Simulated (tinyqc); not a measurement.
# Read current of a NAND string, cells in series solved by shooting: effects of single changes

Cells in series, numbered from 0 at the source line (0 V) to the bit line, each followed by a gap resistance Rg. A cell with gate Vg, threshold VT, source Vs and drain Vd passes I = 2 nf K Vt^2 [F(Vs) - F(Vd)]/(1 + th max(Vg - VT, 0)), F(V) = ln^2(1 + exp((Vg - VT - nf V)/(2 nf Vt))). The selected cell has Vg = Vr, the others Vg = Vp.

Values chosen for this exercise; values of the order met in vertical NAND strings:

| symbol | value | unit | meaning |
|---|---|---|---|
| T | 300 | K | temperature |
| K | 7.5 | uA/V^2 | gain factor of a cell |
| nf | 2 |  | slope factor |
| th | 0.18 | 1/V | mobility reduction factor |
| Rg | 11 | kohm | resistance of the gap between cells |
| Vbl | 0.5 | V | bit-line voltage |
| Vp | 7.3 | V | pass voltage |
| Ve | -1.8 | V | threshold of an erased cell |
| Vh | 3.3 | V | threshold of the highest state |
| Vx | 2.6 | V | threshold of the selected cell |
| Is | 20 | nA | sensing current |
| Vr | 4.37 | V | read voltage on the selected word line |

Constants: q = 1.602176634e-19 C, kB = 1.380649e-23 J/K, Vt = kB T/q. Results are converted to the units shown.

Each table varies one quantity; the others keep the values above.

## Read current against the number of cells

For a trial current I start at 0 V and, cell by cell, solve for the drain: sqrt(F(Vd)) = sqrt(F(Vs) - I/k), k = 2 nf K Vt^2/(1 + th max(Vg - VT, 0)), Vd = [Vg - VT - 2 nf Vt ln(exp(sqrt F) - 1)]/nf, then add I Rg. The string current is the I for which the last node reaches Vbl. The apparent threshold is the Vr at which I = Is. Background: all other cells erased (VT = Ve) or all in the highest state (VT = Vh); ratio and shift are high over erased and high minus erased. The selected cell is in the middle, cell n/2.

Read current against the number of cells:

| n | I, others erased (uA) | I, others high (uA) | ratio | apparent VT, erased (V) | apparent VT, high (V) | background shift (mV) |
|---|---|---|---|---|---|---|
| 8 | 0.9705 | 0.7292 | 0.7513 | 2.665 | 2.668 | 3.043 |
| 16 | 0.5384 | 0.3856 | 0.7162 | 2.673 | 2.679 | 6.106 |
| 32 | 0.2844 | 0.1983 | 0.6974 | 2.689 | 2.701 | 12.29 |
| 64 | 0.1463 | 0.1006 | 0.6877 | 2.721 | 2.746 | 24.91 |
| 96 | 0.09843 | 0.06737 | 0.6844 | 2.754 | 2.792 | 37.88 |
| 128 | 0.07418 | 0.05064 | 0.6827 | 2.786 | 2.837 | 51.20 |
| 192 | 0.04969 | 0.03384 | 0.6811 | 2.852 | 2.931 | 79.05 |

Read the table: what changes, and by how much?

With erased neighbours the current falls from 0.971 to 0.0497 uA, as n^(-0.85) between the first two rows and n^(-0.99) between the last two (-1 once the series resistance rules). The ratio falls from 0.751 to 0.681 and the background shift rises from 3.04 to 79.0 mV.

## Effect of the pass voltage

Same model as above.

The string has 64 cells and the selected one is cell 32.

Effect of the pass voltage:

| Vp (V) | I, others erased (uA) | I, others high (uA) | ratio | apparent VT, erased (V) | apparent VT, high (V) | background shift (mV) |
|---|---|---|---|---|---|---|
| 4.4 | 0.1262 | 0.02793 | 0.2213 | 2.730 | 2.883 | 152.9 |
| 4.9 | 0.1305 | 0.04663 | 0.3573 | 2.728 | 2.818 | 89.34 |
| 5.4 | 0.1344 | 0.06178 | 0.4597 | 2.726 | 2.788 | 61.75 |
| 5.9 | 0.1379 | 0.07438 | 0.5394 | 2.725 | 2.771 | 46.04 |
| 6.4 | 0.1411 | 0.08504 | 0.6026 | 2.723 | 2.759 | 35.97 |
| 6.9 | 0.1441 | 0.09416 | 0.6536 | 2.722 | 2.751 | 29.04 |
| 7.4 | 0.1468 | 0.1021 | 0.6954 | 2.721 | 2.745 | 24.03 |

Read the table: what changes, and by how much?

As Vp goes from 4.4 to 7.4 V, the current with erased neighbours rises from 0.126 to 0.147 uA, that with high neighbours rises from 0.0279 to 0.102 uA and the ratio rises from 0.221 to 0.695. The background shift falls from 153 to 24.0 mV. A higher pass voltage also disturbs erased cells more, which this model leaves out.

Computed by the program tinyqc: `OMP_NUM_THREADS=1 python tinyqc.py 2142214 2142215 out.jsonl`, one thread of a shared Intel Xeon 2.30GHz, about 0.6 s for the whole run.
